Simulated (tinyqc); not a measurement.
Equation-of-state fits to an energy-volume table made by a known binding curve. From exact pressure at c V_0 back to compression V/V_0 for the pressure test. Computed by tinyqc, a small Python program. Command: `OMP_NUM_THREADS=1 python tinyqc.py 3019588 3019589 out.jsonl eosfit inv`. One thread of a shared host (Intel(R) Xeon(R) Processor @ 2.30GHz), about 0.04 s of CPU time with the checks.

With x = (V/V_0)^(1/3), the energy per atom is E = D [exp(-2 eta (x - 1)) - 2 exp(-eta (x - 1))], so that B0 = 2 D eta^2/(9 V_0) and B' = 1 + eta. B' = dB/dP at P = 0.

Inputs (values chosen for the exercise, for a model crystal): cohesive energy D = 6.51 eV/atom; true volume V_0 = 9.56 angstrom^3/atom; stiffness eta = 2.9.

Binding curve: Morse. Noise: added.

Constants: 1 eV/angstrom^3 = 160.2176634 GPa.

Method. B0 and B' from the formulas above; P = -dE/dV at V = c V_0 (c the compression chosen), from the curve itself.

Question. A run gave the result below. Find the compression V/V_0 for the pressure test, known to lie between 0.57 and 0.84.

exact pressure at c V_0 = 237.8666 GPa

Answer.

Each step takes the trial c = (a f_b - b f_a)/(f_b - f_a), f being the result less the target and a, b, c the logarithms of the listed values; c replaces end b, the old b replaces a if the sign of f changed, and otherwise f_a is halved.

Scan of the range:
```
compression V/V_0 for the pressure test  exact pressure at c V_0 (GPa)
0.570                                                          322.978
0.608                                                          255.334
0.649                                                          197.585
0.692                                                          149.933
0.738                                                          110.037
0.787                                                           77.049
0.840                                                           49.650
```

False position (Illinois rule, in the logarithm of the input) inside the bracket:
```
step     end a     end b     trial  exact pressure at c V_0 (GPa)
1     0.608000  0.649000  0.620120                        236.802
2     0.608000  0.620120  0.618792                        238.769
3     0.620120  0.618792  0.619401                        237.865
4     0.618792  0.619401  0.619400                        237.867
5     0.618792  0.619400  0.619400                        237.867
6     0.619400  0.619400  0.619400                        237.867
```

Exact pressure at c V_0 falls at every point of a 13-point scan of the range (every second point is shown), so one value fits; it is bracketed by 0.608 and 0.649. Answer: compression V/V_0 for the pressure test = 0.6194.
